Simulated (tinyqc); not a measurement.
Inside a calculation. Method: power iteration on a symmetric matrix. Computed by tinyqc, a small Python program that keeps every step. Settings: method = power, shift = -0.27. Command: `OMP_NUM_THREADS=1 python tinyqc.py 27589 27590 out.jsonl` (the two numbers bound the seeds that draw the settings). One thread of a shared host (Intel(R) Xeon(R) Processor @ 2.60GHz), about 0.01 s of CPU time with the checks.

A:
```
          1         2         3         4         5         6
1   1.23800  -0.22100  -0.25600   0.13000   0.16400  -0.14100
2  -0.22100   1.83600  -0.02800   0.52500  -0.24100  -0.41100
3  -0.25600  -0.02800   2.33700  -0.49500   0.03700   0.21400
4   0.13000   0.52500  -0.49500   2.36200   0.60500   0.06200
5   0.16400  -0.24100   0.03700   0.60500   2.51500   0.30400
6  -0.14100  -0.41100   0.21400   0.06200   0.30400   3.96800
```

Stop when the residual |A v - lambda v| is below 1e-9.

Steps:
```
step     lambda  residual
1     3.2754921  9.35e-01
2     3.6904993  6.80e-01
3     3.8903468  5.01e-01
4     3.9952875  3.78e-01
5     4.0543864  2.92e-01
6     4.0894561  2.29e-01
7     4.1110023  1.82e-01
8     4.1244979  1.44e-01
9     4.1330278  1.15e-01
10    4.1384378  9.18e-02
11    4.1418720  7.32e-02
12    4.1440516  5.83e-02
13    4.1454342  4.64e-02
14    4.1463109  3.70e-02
15    4.1468664  2.94e-02
16    4.1472185  2.34e-02
17    4.1474414  1.86e-02
18    4.1475826  1.48e-02
19    4.1476721  1.18e-02
20    4.1477287  9.39e-03
21    4.1477645  7.47e-03
22    4.1477872  5.95e-03
23    4.1478016  4.73e-03
24    4.1478107  3.77e-03
25    4.1478165  3.00e-03
26    4.1478201  2.38e-03
27    4.1478224  1.90e-03
28    4.1478239  1.51e-03
29    4.1478248  1.20e-03
30    4.1478254  9.56e-04
```

Can the last value be used, and what does the course show?

Not by the stop rule, although the second column moves by less than 1e-05 over the last three steps. Not converged in 30 steps: the residual falls only by the ratio of the two largest distances of eigenvalues from the shift, 0.80 a step. all eigenvalues, for comparison: 1.03442  1.24462  2.18000  2.40389  3.24525  4.14783.
